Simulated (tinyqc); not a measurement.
Ionisation potential and affinity of a slab from the planar-averaged potential: one step. The potential line-up.

Values chosen for the exercise (out of a larger set: gap near that of Si; not measured data): h = 0.25 angstrom (grid step).

macroscopic average (eV): -2.74500  -3.54926  -4.27888  -4.84244  -5.18944  -5.36302  -5.44134  -5.47375  -5.48544  -5.48910  -5.48988  -5.48998  -5.48999  -5.48998  -5.48988  -5.48910  -5.48544  -5.47375  -5.44134  -5.36302  -5.18944  -4.84244  -4.27888  -3.54926  -2.74500  -1.94074  -1.21112  -0.64756  -0.30056  -0.12698  -0.04866  -0.01625  -0.00456  -0.00090  -0.00012  -0.00002  0.00000  0.00000  0.00000  0.00000  0.00000  0.00000  0.00000  -0.00002  -0.00012  -0.00090  -0.00456  -0.01625  -0.04866  -0.12698  -0.30056  -0.64756  -1.21112  -1.94074

Problem. Read the macroscopic average in the middle of each region, j = 12 and j = 39, and its slope in A by a central difference over two points each way.

Give: plateau in A; plateau in vacuum; dV = vacuum - A; slope in A.

Solution.

plateau in A = -5.490 eV
plateau in vacuum = 0.000 eV
dV = vacuum - A = 5.490 eV
slope in A = 0.000 eV/angstrom

The plateaus are flat, so the line-up is well defined.

tinyqc: `OMP_NUM_THREADS=1 python tinyqc.py 1880590 1880591 out.jsonl`; about 0.01 s, one thread, shared Intel(R) Xeon(R) Processor @ 2.30GHz.
